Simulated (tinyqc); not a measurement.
Ion-assisted plasma etching: sheath, surface coverage, synergy and aspect-ratio dependence. Changing the sticking coefficient s. Computed by tinyqc, a small Python program. Command: `OMP_NUM_THREADS=1 python tinyqc.py 3020481 3020482 out.jsonl etch sweep`. One thread of a shared host (Intel(R) Xeon(R) Processor @ 2.30GHz), about 0.01 s of CPU time with the checks.

Radicals adsorb on bare sites; ions remove covered sites with a high yield and bare sites by sputtering; a slow spontaneous reaction acts everywhere, walls included.

Inputs (values chosen for the exercise, close to those used for silicon in a halogen plasma):
```
quantity,value,unit
plasma density n_e,1.4e+10,1/cm^3
electron temperature T_e,3.5,eV
ion mass M_i,35.5,u
sheath voltage V,290,V
radical density n,1.5e+13,1/cm^3
radical mass M_n,35.5,u
gas temperature T_g,300,K
radicals per removed unit x,3,-
yield slope b,0.34,eV^(-1/2)
threshold E_th,18,eV
sputter slope b_p,0.022,eV^(-1/2)
sputter threshold E_p,25,eV
spontaneous reaction probability k_c,0.0019,-
solid density N,5e+22,1/cm^3
ion temperature T_i,0.58,eV
aspect ratio A,1.5,-
```

Feature: round hole.

Constants: e = 1.602176634e-19 C; u = 1.6605390666e-27 kg; k_B = 1.380649e-23 J/K; eps_0 = 8.8541878128e-12 F/m.

Method:
- Bohm speed u_B = sqrt(e T_e/M_i); ion flux G_i = 0.61 n_e u_B; radical flux G_n = n c/4 with c = sqrt(8 k_B T_g/(pi M_n)).
- Debye length lambda_D = sqrt(eps_0 T_e/(e n_s)) with n_s = 0.61 n_e, T_e in volts; Child-law sheath d = (sqrt2/3) lambda_D (2 V/T_e)^(3/4); ion energy E = V + T_e/2; angular spread = arctan(sqrt(T_i/E)).
- Yields: Y = b (sqrt(E) - sqrt(E_th)) on covered sites, Y_p = b_p (sqrt(E) - sqrt(E_p)) on bare ones (zero below threshold).
- Steady coverage: s G_n (1 - theta) = x Y G_i theta; removal flux = Y G_i theta + Y_p G_i (1 - theta) + k_c G_n; rate = flux/N, 1 cm/s = 6e8 nm/min.
- Lateral rate = k_c G_n/N; anisotropy = 1 - lateral/vertical; synergy = vertical/(ions alone + radicals alone), with ions alone Y_p G_i/N and radicals alone the lateral rate.
- Transmission of a round hole: K = 1/(1 + 3A/4), walls that scatter diffusely without loss. With a loss probability S = s (1 - theta) at the floor, G_b/G_n = K/(K + S - K S); theta follows G_b, and the two are solved together. Ions are taken to reach the floor unshadowed; G_b replaces G_n in every term of the rate; A is depth over diameter.

One run for each value:
```
sticking coefficient s,vertical rate (nm/min),coverage theta,floor rate over open-field rate,G_b/G_n
0.010,17.71,0.04397,0.99455,0.98935
0.019,22.43,0.08036,0.98863,0.98069
0.037,30.86,0.14542,0.97785,0.96548
0.072,44.25,0.24875,0.96296,0.94185
0.140,62.76,0.39167,0.94872,0.90965
0.270,83.78,0.55391,0.94221,0.87277
0.520,103.38,0.70514,0.94626,0.83688
1.000,118.44,0.82139,0.95737,0.80729
```

Over the rows, vertical rate (nm/min) rises from 17.7 to 118 (exponent d ln y / d ln x 0.37 between the first rows and 0.21 between the last); coverage theta rises from 0.0440 to 0.821 (exponent d ln y / d ln x 0.94 between the first rows and 0.23 between the last); floor rate over open-field rate goes from 0.995 through a minimum among these rows, 0.942 at 0.270, to 0.957. A stickier floor draws the radical supply down, which adds lag, until the coverage saturates and the rate depends less on the supply.

Caution (all rows): a sheath of several millimetres is collisional at usual pressures, which lowers the ion energy and widens the angles.

Extremes, crossings and ranges named in words are read from the listed rows.
